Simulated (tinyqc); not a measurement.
From results back to parameters: Gamma, L and X subbands of a thin body with non-parabolic valleys. Three cases, with inputs chosen for the exercise.

Problem. Hard walls; each subband edge rises by e with e (1 + a e) = c (pi/t)^2/m_z, c = hbar^2/2m0. The thickness at which the Gamma and L edges cross was computed from a hidden bulk separation EL.

Constants: hbar^2/2m0 = 3.80998211 eV angstrom^2.

Find: rise of Gamma; rise of L; EL.

Method. At the crossing the rise of Gamma equals EL plus the rise of L.

Case 1.

Values chosen (near those of a thin GaAs channel; not measured data): mG = 0.0667 m0 (Gamma mass); aG = 0.57 1/eV (Gamma non-parabolicity); mzL = 0.106 m0 (confinement mass of the lowest L group); aS = 0.38 1/eV (non-parabolicity of L and X).

crossing thickness = 17.352 angstrom

Solution.

rise of Gamma = 1.136 eV
rise of L = 0.882 eV
EL = 0.254 eV

Case 2.

Values chosen (near those of a thin GaSb channel; not measured data): mG = 0.0394 m0 (Gamma mass); aG = 1.16 1/eV (Gamma non-parabolicity); mzL = 0.2526 m0 (confinement mass of the lowest L group); aS = 0.35 1/eV (non-parabolicity of L and X).

crossing thickness = 91.665 angstrom

Solution.

rise of Gamma = 0.102 eV
rise of L = 0.018 eV
EL = 0.084 eV

Case 3.

Values chosen (near those of a thin GaSb channel; not measured data): mG = 0.0396 m0 (Gamma mass); aG = 1.13 1/eV (Gamma non-parabolicity); mzL = 0.2677 m0 (confinement mass of the lowest L group); aS = 0.57 1/eV (non-parabolicity of L and X).

crossing thickness = 121.194 angstrom

Solution.

rise of Gamma = 0.061 eV
rise of L = 0.010 eV
EL = 0.051 eV

Computed by tinyqc, one run a case: `OMP_NUM_THREADS=1 python tinyqc.py N N+1 out.jsonl` with N = 1282405, 1282412, 1282446; one thread of a shared Intel(R) Xeon(R) Processor @ 2.30GHz, about 0.07 s a run at most.
